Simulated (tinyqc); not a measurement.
Gap and mesh density: special k points of the bcc lattice.

Lattice vectors in units of a: a1 = (-1/2, 1/2, 1/2), a2 = (1/2, -1/2, 1/2), a3 = (1/2, 1/2, -1/2); reciprocal vectors b_i with a_i . b_j = 2 pi delta_ij. Mesh: k = sum_i f_i b_i with f_i = (2 j_i + shift)/(2 N), j_i = 0 .. N-1. The point group of the lattice has 48 operations; only those that map the mesh onto itself are used.

A_m(k) = sum over the m-th star of lattice vectors R of cos(k . R), stars in order of length: m = 1: |R|^2 = 0.75, 8 vectors, such as (1, 1, 1) in the basis a_i; m = 2: |R|^2 = 1, 6 vectors, such as (1, 1, 0) in the basis a_i; m = 3: |R|^2 = 2, 12 vectors, such as (2, 1, 1) in the basis a_i; m = 4: |R|^2 = 2.75, 24 vectors, such as (2, 2, 1) in the basis a_i; m = 5: |R|^2 = 3, 8 vectors, such as (2, 2, 2) in the basis a_i; m = 6: |R|^2 = 4, 6 vectors, such as (2, 2, 0) in the basis a_i. The zone mean of every A_m is zero.

Test function, the lower band of a two-band insulator: E(k) = -sqrt(D^2 + (e0 - t A_1(k))^2).

Inputs chosen for the exercise (out of a larger set: the lattice of W; not measured data): t = 0.55 eV (coupling); e0 = 2.58 eV (offset).

D takes the values listed; errors against the unshifted mesh with N = 30, for unshifted meshes.

Errors (meV):

| D (eV) | reference (eV) | N = 2 | N = 4 | N = 6 | N = 8 |
|---|---|---|---|---|---|
| 0.2 | -2.6800 | -362.542 | 28.254 | -7.879 | 2.367 |
| 0.4 | -2.7148 | -350.218 | 23.396 | -4.728 | 0.970 |
| 0.8 | -2.8323 | -320.313 | 12.850 | -1.412 | 0.132 |
| 1.5 | -3.1537 | -271.826 | 3.828 | -0.147 | 0.003 |
| 4.0 | -4.9428 | -182.032 | 0.232 | -0.004 | 0.000 |

Give the missing row, D (eV) = 2.5.

Computed row:
```
D (eV)  reference (eV)     N = 2  N = 4   N = 6  N = 8
2.5            -3.7836  -224.097  0.825  -0.017  0.001
```

The first listed N from which the error stays below 0.5 meV is none for D = 0.2, none for D = 0.4, 8 for D = 0.8, 6 for D = 1.5, 6 for D = 2.5, 4 for D = 4 eV. A larger D makes the function smoother, so its Fourier coefficients fall faster with |R|.

Computed by tinyqc, a small Python program: `OMP_NUM_THREADS=1 python tinyqc.py 1681368 1681369 out.jsonl` (the numbers bound the seed that draws the inputs); one thread of a shared host (Intel(R) Xeon(R) Processor @ 2.30GHz), about 0.1 s for the whole set of steps.
